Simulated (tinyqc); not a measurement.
Hubbard chain of 2 sites, step by step. Computed by tinyqc, a small Python program that keeps every step. Settings: hopping = 1.61, U = 5.1, mixing = 1, iteration cap = 86. Command: `OMP_NUM_THREADS=1 python tinyqc.py 30426 30427 out.jsonl` (the two numbers bound the seeds that draw the settings). One thread of a shared host (Intel(R) Xeon(R) Processor @ 2.60GHz), about 0.2 s of CPU time with the checks. Later iterations appear only in the table of the cycle.

## Mean-field iteration 1

one-body matrix (hopping and site energies) (eV), order 1, 2:
$$\begin{pmatrix}
0.0000 & -1.6100 \\
-1.6100 & 0.0000
\end{pmatrix}$$

U = 5.1000 eV

electrons, up and down: [1, 1]

mixing = 1

n(up) at the start (a guess, not normalised): 1 0.5500, 2 0.4500

n(down) at the start (a guess): 1 0.4500, 2 0.5500

H(up) = T + U n(down), H(down) = T + U n(up); fill the lowest levels; n(new) = n + mixing (n(out) - n); E = tr T (rho up + rho down) + U sum n_up n_down of the output.

levels, up (eV): [0.9199, 4.1801]

levels, down (eV): [0.9199, 4.1801]

energy = -0.6928 eV

n(up) after iteration 1: 1 0.5782, 2 0.4218

n(down) after iteration 1: 1 0.4218, 2 0.5782

## Mean-field iteration 2

As before.

levels, up (eV): [0.8913, 4.2087]

levels, down (eV): [0.8913, 4.2087]

energy = -0.7230 eV

n(up) after iteration 2: 1 0.6202, 2 0.3798

n(down) after iteration 2: 1 0.3798, 2 0.6202

## Convergence

Each step fills the lowest levels of T + U n(other spin) and sets n(new) = n + mixing (n(out) - n); stop when output and input agree to 1e-8.

Course of the cycle:
```
iteration     E (eV)  largest |n(out) - n(in)|  mean |n_up - n_down|
1          -0.692760                  2.82e-02                0.1564
2          -0.722982                  4.20e-02                0.2405
3          -0.782200                  5.77e-02                0.3560
4          -0.869970                  6.76e-02                0.4911
5          -0.952892                  6.14e-02                0.6140
6          -0.997851                  4.16e-02                0.6972
7          -1.012451                  2.20e-02                0.7412
8          -1.015766                  1.00e-02                0.7613
9          -1.016384                  4.23e-03                0.7697
10         -1.016489                  1.73e-03                0.7732
11         -1.016507                  6.94e-04                0.7746
...              ...                       ...                   ...
14         -1.016510                  4.42e-05                0.7754
15         -1.016510                  1.76e-05                0.7755
16         -1.016510                  7.03e-06                0.7755
17         -1.016510                  2.80e-06                0.7755
18         -1.016510                  1.12e-06                0.7755
19         -1.016510                  4.45e-07                0.7755
20         -1.016510                  1.78e-07                0.7755
21         -1.016510                  7.08e-08                0.7755
22         -1.016510                  2.82e-08                0.7755
23         -1.016510                  1.12e-08                0.7755
24         -1.016510                  4.48e-09                0.7755
```

local moments n_up - n_down: 1 0.7755, 2 -0.7755

Converged in 24 iterations. Before convergence this energy mixes input and output and is not variational, so it may rise towards its limit.

## The many-body Hamiltonian

Basis: all placements (u, d, 2, 0 on each site), up operators ordered before down ones; hops carry the sign of the same-spin electrons passed.

H (eV), order 20, ud, du, 02:
$$\begin{pmatrix}
5.1000 & -1.6100 & -1.6100 & 0.0000 \\
-1.6100 & 0.0000 & 0.0000 & -1.6100 \\
-1.6100 & 0.0000 & 0.0000 & -1.6100 \\
0.0000 & -1.6100 & -1.6100 & 5.1000
\end{pmatrix}$$

## Exact diagonalisation (4 states)

Lowest levels of the sector, and the double occupancy of the lowest state.

lowest levels (eV): [-1.5574, 0.0000, 5.1000, 6.6574]

double occupancy per site = 0.0948

The mean-field solution above lies 0.5409 eV above the exact energy.
